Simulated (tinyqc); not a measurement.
# Abrupt p-n junction, non-linear Poisson equation by Newton steps: two studies

One dimension, p side on the left, n side on the right; net doping C = -Na for x < 0 and +Nd for x > 0. The potential psi is counted from the intrinsic level, and the quasi-Fermi potentials are flat: 0 for holes and -V for electrons, so n = ni exp((psi + V)/Vt) and p = ni exp(-psi/Vt) (Boltzmann statistics, full ionisation, no current).

Values chosen for this exercise; band and dielectric values close to those of gallium phosphide: temperature T = 300 K; band gap Eg = 2.24 eV; relative permittivity eps_r = 11.2; conduction-band density of states at T Nc = 1.8e19 cm^-3; valence-band density of states at T Nv = 1.94e19 cm^-3; acceptor density of the p side Na = 8.4e15 cm^-3; donor density of the n side Nd = 1.7e17 cm^-3; bias of the p side against the n side V = 0.27 V.

Constants: q = 1.602176634e-19 C, kB = 1.380649e-23 J/K, Vt = kB T/q, eps0 = 8.8541878128e-14 F/cm where lengths are in cm. Results are converted to the units shown.

Each table varies one quantity; the others keep the values above.

## Capacitance and field against bias

The Poisson equation d/dx(eps0 eps_r dpsi/dx) = -q (p - n + C) is solved on a mesh of more than 1000 nodes that ends in neutral material (psi_p = -Vt ln(Na/ni), psi_n = Vt ln(Nd/ni) - V). C_j = q d/dV of the integral of p over x, from the linearised equation. ni = sqrt(Nc Nv) exp(-Eg/(2 Vt)), Eg in volts. Depletion approximation: Vbi = Vt ln(Na Nd/ni^2), W = sqrt(2 eps0 eps_r (Vbi - V)(1/Na + 1/Nd)/q), xp = W Nd/(Na + Nd), xn = W Na/(Na + Nd), peak field 2 (Vbi - V)/W, capacitance eps0 eps_r/W. The last column applies it to an abrupt Na-Nd junction.

Capacitance and field against bias:
```
V (V)  peak |E| (kV/cm)  C_j (nF/cm^2)  1/C_j^2 (cm^4/uF^2)  eps0 eps_r/C_j (nm)  abrupt depletion C (nF/cm^2)
0.29              64.11          20.08                 2479                493.8                         19.76
-0.85             83.86          15.30                 4273                648.3                         15.15
-2                100.0          12.82                 6082                773.4                         12.74
-3.14             113.8          11.27                 7875                880.0                         11.21
-4.28             126.1          10.17                 9668                975.1                         10.13
-5.43             137.4          9.335              1.148e4                 1062                         9.302
-6.57             147.7          8.681              1.327e4                 1142                         8.655
-7.71             157.4          8.148              1.506e4                 1217                         8.126
-8.86             166.6          7.699              1.687e4                 1288                         7.681
-10               175.2          7.320              1.866e4                 1355                         7.304
```

With V going from 0.29 to -10 V, C_j falls from 20.1 to 7.32 nF/cm^2 and the peak field rises from 64.1 to 175 kV/cm. The slope of 1/C_j^2, read as N = 2/(q eps0 eps_r |slope|), gives 8.00e15 cm^-3 between the first two rows and 8.00e15 cm^-3 between the last two, against Na Nd/(Na + Nd) = 8.00e15 cm^-3; the slopes of all rows agree within 0.07 %, as for uniform doping at both edges. At the end C_j goes as (Vbi - V)^(-0.50) with Vbi = 1.92 V, and it is 0.22 % above the abrupt depletion formula (at the first row 1.7 % above it).

## Effect of the doping Nd

Exact first integral for an abrupt junction with thick neutral sides: psi_p = -Vt ln(Na/ni), psi_n = Vt ln(Nd/ni) - V, psi_j = (Nd psi_n + Na psi_p - Vt (Nd - Na))/(Na + Nd) at the junction, n_j = ni exp((psi_j + V)/Vt), p_j = ni exp(-psi_j/Vt), and E_j^2 = (2 q/(eps0 eps_r)) [Nd (psi_n - psi_j - Vt) + Vt (n_j + p_j)] (minority densities of the neutral sides neglected).

The same in every row: ni (cm^-3) = 2.860.

Results:
```
Nd (cm^-3)  Vbi (V)  W (nm)  share of W on the n side (%)  peak field, depletion (kV/cm)  peak field, exact (kV/cm)
2.8e14        1.754    2603                         96.77                          11.40                      11.39
7.4e14        1.779    1657                         91.90                          18.21                      17.90
2e15          1.804    1084                         80.77                          28.30                      27.82
5.2e15        1.829   775.2                         61.76                          40.22                      39.55
1.4e16        1.855   611.3                         37.50                          51.85                      51.00
3.6e16        1.879   540.8                         18.92                          59.51                      58.54
2.5e17        1.929   502.7                         3.251                          66.01                      65.75
```

Estimate the missing row, Nd = 9.5e16 cm^-3.

Computed row:
```
Nd (cm^-3)  Vbi (V)  W (nm)  share of W on the n side (%)  peak field, depletion (kV/cm)  peak field, exact (kV/cm)
9.5e16        1.904   512.0                         8.124                          63.84                      62.84
```

With this row back in the table: As Nd rises, Vbi rises from 1.75 to 1.93 V, 59.5 mV a decade (Vt ln 10), and W falls from 2600 to 503 nm. The exponent d ln W/d ln Nd is -0.46 between the first two rows and -0.02 between the last two: the lighter-doped side sets the width, and Nd passes Na = 8.4e15 cm^-3 within the table. The depletion field is 0.078 % above the exact one in the first row and 0.39 % above it in the last.

Computed by the program tinyqc: `OMP_NUM_THREADS=1 python tinyqc.py 2000089 2000090 out.jsonl`, one thread of a shared Intel Xeon 2.30GHz, about 0.02 s for the whole run.
